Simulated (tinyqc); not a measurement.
Esaki diode in forward bias, two-band WKB: current against forward bias.

Abrupt p-n junction, depletion approximation. Energies E are counted from the conduction-band edge of the neutral n side; its Fermi level lies at dn, that of the p side at dn - V, and the valence-band edge of the neutral p side at Em = dn + dp - V. Tunnelling needs 0 < E < Em. Two-band dispersion with equal masses m: inside the gap kappa = sqrt(m u (1 - u/Eg)/C), u the distance from a band edge, C = hbar^2/(2 m0).

Nd = Nc F12(dn/Vt), Na = Nv F12(dp/Vt), F12(x) = (2/sqrt(pi)) int_0^infinity sqrt(u)/(1 + exp(u - x)) du; dn = EF - Ec on the n side, dp = Ev - EF on the p side (negative outside the bands); Vbi = Eg + dn + dp. W = sqrt(2 eps0 eps_r (Vbi - V)(1/Na + 1/Nd)/q), mean field F = (Vbi - V)/W, peak field 2 F. In a uniform field F the exponent is S = pi sqrt(m/C) Eg^1.5/(4 F). Transverse energy Et = C kt^2/m raises it to S (1 + 4 Et/Eg), so T = exp(-S) exp(-Et/Eb) with Eb = Eg/(4 S). KJ = (2 q^2/h) m/(4 pi C) (times 1e14 for A/cm^2 per eV^2). J = KJ exp(-S) Eb times the integral from 0 to Em of [f(E - dn) - f(E - dn + V)] [1 - exp(-min(E, Em - E)/Eb)] dE, f(x) = 1/(1 + exp(x/Vt)), with S and Eb from the mean field; J > 0 flows from p to n.

Parameters, values chosen for the exercise; band and dielectric values close to those of In0.53Ga0.47As:
- T = 77 K (temperature)
- Eg = 0.749 eV (band gap)
- eps_r = 14.1 (relative permittivity)
- Nc = 2.72e16 cm^-3 (conduction-band density of states at 77 K)
- Nv = 1.02e18 cm^-3 (valence-band density of states at 77 K)
- m = 0.039 m0 (band-edge mass of the two-band model)
- Na = 2e19 cm^-3 (acceptor density)
- Nd = 5.3e18 cm^-3 (donor density)

Constants: q = 1.602176634e-19 C, kB = 1.380649e-23 J/K, hbar = 1.054571817e-34 J s, h = 6.62607015e-34 J s, m0 = 9.1093837015e-31 kg, Vt = kB T/q, eps0 = 8.8541878128e-14 F/cm where lengths are in cm, hbar^2/(2 m0) = 0.0380998212 eV nm^2. Results are converted to the units shown.

Result of one run:

| V (V) | mean field (MV/cm) | S | J (A/cm^2) |
|---|---|---|---|
| 0.308 | 0.4544 | 11.33 | 0.5770 |

What becomes of these results when the bias of the p side V is changed from 0.308 to 0.077 V, all else the same?

Result of the changed run:

| V (V) | mean field (MV/cm) | S | J (A/cm^2) |
|---|---|---|---|
| 0.077 | 0.5183 | 9.938 | 22.89 |

The whole series:

| V (V) | mean field (MV/cm) | S | J (A/cm^2) |
|---|---|---|---|
| 0.02 | 0.5329 | 9.666 | 13.82 |
| 0.048 | 0.5258 | 9.797 | 24.00 |
| 0.077 | 0.5183 | 9.938 | 22.89 |
| 0.106 | 0.5107 | 10.09 | 19.61 |
| 0.135 | 0.5030 | 10.24 | 16.65 |
| 0.164 | 0.4952 | 10.40 | 14.02 |
| 0.192 | 0.4876 | 10.56 | 11.78 |
| 0.221 | 0.4795 | 10.74 | 9.667 |
| 0.25 | 0.4713 | 10.93 | 7.229 |
| 0.279 | 0.4629 | 11.13 | 3.464 |
| 0.308 | 0.4544 | 11.33 | 0.5770 |

J peaks at 24.0 A/cm^2 at V = 0.048 V among the rows, 0.15 of the overlap dn + dp = 0.327 V, and falls to 0.577 A/cm^2 at 0.308 V: a negative differential resistance. The Fermi levels part as V grows, but the window Em = dn + dp - V shrinks and closes at V = 0.327 V, and S rises from 9.67 to 11.3. Excess and diffusion currents, which fill the valley of a real diode, are not in the model.

Range of the model: Parabolic densities of states, no band tails and no gap narrowing, all of which matter at such doping.

Numbers from tinyqc (`OMP_NUM_THREADS=1 python tinyqc.py 2620085 2620086 out.jsonl`; about 0.01 s on one thread of a shared Intel Xeon 2.30GHz).
